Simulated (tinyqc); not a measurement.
# Doping from two capacitances

Question. An abrupt p-n junction obeys 1/C^2 = 2 (Vbi - V)/(q eps0 eps_r Ne), Ne = Na Nd/(Na + Nd), Vbi = Vt ln(Na Nd/ni^2), V the bias of the p side. Nd is known to be the larger doping. Find Ne, Vbi, Na and Nd.

Values chosen for this exercise:
- T = 300 K (temperature)
- eps_r = 9.69 (relative permittivity)

Constants: q = 1.602176634e-19 C, kB = 1.380649e-23 J/K, Vt = kB T/q, eps0 = 8.8541878128e-14 F/cm where lengths are in cm. Results are converted to the units shown.

C at V = -1 and -5.7 V (nF/cm^2): [5.5521586, 3.7384560]
ni = 4.7414186e-9 cm^-3

Solution. The slope of 1/C^2 against -V gives Ne and its intercept Vbi. Then Na Nd = ni^2 exp(Vbi/Vt) and Na + Nd = Na Nd/Ne, so both are roots of one quadratic.

Ne = 1.75e15 cm^-3
Vbi = 2.90 V
Na = 1.80e15 cm^-3
Nd = 6.10e16 cm^-3

tinyqc, about 0.03 s, one thread, Intel Xeon 2.30GHz (shared host): `OMP_NUM_THREADS=1 python tinyqc.py 2000092 2000093 out.jsonl`
